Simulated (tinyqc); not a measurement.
# Frequency dispersion of an accumulation capacitance by border traps, distributed model: two studies

Traps spread evenly through the insulator exchange electrons with the semiconductor by tunnelling, with tau(x) = t0 exp(2 ka x) at depth x from the interface. The admittance per area Y seen at depth x obeys dY/dx = -Y^2/(i w eps0 eox) + q Nb ln(1 + i w tau)/tau, with Y(0) = i w Cs and w = 2 pi f; the gate sees Y(tox) = G + i w C. Working variable y = Y/(i w), in uF/cm^2. Cox = eps0 eox/tox.

Parameters, values chosen for the exercise; permittivity close to that of zirconium oxide:
- eox = 22.8 (relative permittivity of the insulator)
- tox = 8.7 nm (insulator thickness)
- Cs = 1.9 uF/cm^2 (semiconductor capacitance in accumulation)
- Nb = 4.5e18 cm^-3 eV^-1 (density of border traps)
- ka = 5.6 1/nm (decay constant of the wave function in the insulator)
- t0 = 2e-9 s (time constant of a trap at the interface)
- f = 1000 Hz (frequency)

Constants: q = 1.602176634e-19 C, eps0 = 8.8541878128e-14 F/cm where lengths are in cm. Results are converted to the units shown.

Each table varies one quantity; the others keep the values above.

## Capacitance and loss against frequency

Cox; trap-free value 1/(1/Cox + 1/Cs); response depth d = ln(1/(w t0))/(2 ka), where w tau = 1; lumped estimate: all traps within d act as C_bt = q Nb d placed at d/2, so C = 1/{1/[1/(1/Cs + d/(2 eps0 eox)) + C_bt] + (tox - d/2)/(eps0 eox)}. C and G from a fine integration; dispersion -d C/d log10 f over C, from f times and over 1.1. For a broad spread of time constants G/w is close to -(pi/2) dC/d ln w.

The same in every row: trap-free C (uF/cm^2) = 1.045.

Capacitance and loss against frequency:
```
f (Hz)	d (nm)	C (uF/cm^2)	G/w (uF/cm^2)	dispersion (% a decade)	-(pi/2) dC/d ln w (uF/cm^2)	lumped C (uF/cm^2)
10	1.419	1.082	0.003822	0.5179	0.003821	1.079
100	1.213	1.076	0.003711	0.5055	0.003710	1.074
1000	1.008	1.071	0.003602	0.4931	0.003602	1.068
10000	0.8020	1.065	0.003495	0.4809	0.003495	1.063
1e5	0.5964	1.060	0.003390	0.4687	0.003391	1.058
1e6	0.3908	1.056	0.003277	0.4567	0.003288	1.053
1e7	0.1852	1.051	0.003070	0.4427	0.003173	1.049
```

What does the comparison show?

C falls from 1.082 to 1.051 uF/cm^2, towards the trap-free 1.045; each decade of frequency removes ln 10/(2 ka) = 0.206 nm from the response depth. The dispersion falls from 0.518 to 0.443 % a decade and G/w falls from 0.00382 to 0.00307 uF/cm^2. G/w lies between 0.967 and 1.00 times -(pi/2) dC/d ln w, the relation for a broad spread of time constants.

## Effect of the semiconductor capacitance in accumulation

Same model as above.

The same in every row: d (nm) = 1.008.

Effect of the semiconductor capacitance in accumulation:
```
Cs (uF/cm^2)	C (uF/cm^2)	G/w (uF/cm^2)	dispersion (% a decade)	-(pi/2) dC/d ln w (uF/cm^2)	lumped C (uF/cm^2)	trap-free C (uF/cm^2)
0.2	0.2500	0.008298	4.864	0.008297	0.2447	0.1841
0.39	0.3916	0.007350	2.751	0.007349	0.3868	0.3339
0.75	0.6128	0.005984	1.431	0.005983	0.6089	0.5668
1.4	0.9057	0.004391	0.7105	0.004390	0.9029	0.8732
2.8	1.287	0.002684	0.3056	0.002684	1.286	1.269
5.4	1.632	0.001502	0.1348	0.001502	1.631	1.623
10	1.888	8.467e-4	0.06565	8.456e-4	1.887	1.883
20	2.081	4.753e-4	0.03338	4.740e-4	2.081	2.079
```

Read the table: what changes, and by how much?

As Cs goes from 0.2 to 20, C rises from 0.250 to 2.08 uF/cm^2, the dispersion falls from 4.86 to 0.0334 % a decade and G/w falls from 0.00830 to 4.75e-4 uF/cm^2. The lumped estimate is 2.1 % below C in the first row and 0.018 % below it in the last. The same traps disperse C more when Cs is small, since they then add to the weaker series term.

tinyqc, about 0.5 s, one thread, Intel Xeon 2.30GHz (shared host): `OMP_NUM_THREADS=1 python tinyqc.py 2202065 2202066 out.jsonl`
